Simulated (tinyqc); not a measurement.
Debye-Callaway model of lattice thermal conductivity: one step, computed by the program tinyqc.

Three acoustic branches with one velocity v, cut at omega_D = k_B Theta/hbar; x = hbar omega/(k_B T). v and Theta are separate inputs: Theta cuts off the heat-carrying modes, so C need not reach 3 k_B/V. gamma is an effective value that sets the umklapp rate.

Problem. Scattering rates at one frequency. Rates: point defects A omega^4; umklapp B omega^2 T exp(-Theta/(b T)) with B = hbar gamma^2/(M v^2 Theta); normal processes f_N B omega^2 T (T/Theta)^2. Boundaries: v/L. The resistive time is tau_R = 1/(boundary + point-defect + umklapp rates), and the free path is v tau_R.

Inputs (values chosen for the exercise, modelled on germanium): sound velocity v = 3760 m/s; Debye temperature Theta = 378 K; mean atomic mass M = 72.63 u; effective Grueneisen parameter gamma = 2.13; umklapp exponent divisor b = 3; Casimir length L = 1100 micrometre; normal-process factor f_N = 0.43; temperature T = 200 K; probe frequency omega/omega_D = 0.85.

Sample: crystal. Point defects: isotopes. Normal processes: included.

Rayleigh coefficient A = 1.556298e-44 s^3

Constants: k_B = 1.380649e-23 J/K; hbar = 1.054571817e-34 J s; u = 1.6605390666e-27 kg.

Give: omega; Rates; tau_R; free path.

Solution.

omega = 4.2065e+13 rad/s

Rates:
```
process        rate (1/s)  rate x tau_R
boundaries     3.4182e+06    1.8120e-05
point defects  4.8726e+10       0.25830
umklapp        1.3991e+11       0.74168
normal         3.1624e+10       0.16764
```

tau_R = 5.3010e-12 s

free path = 19.932 nm

The strongest resistive process at this frequency: umklapp, 74 % of the resistive rate.
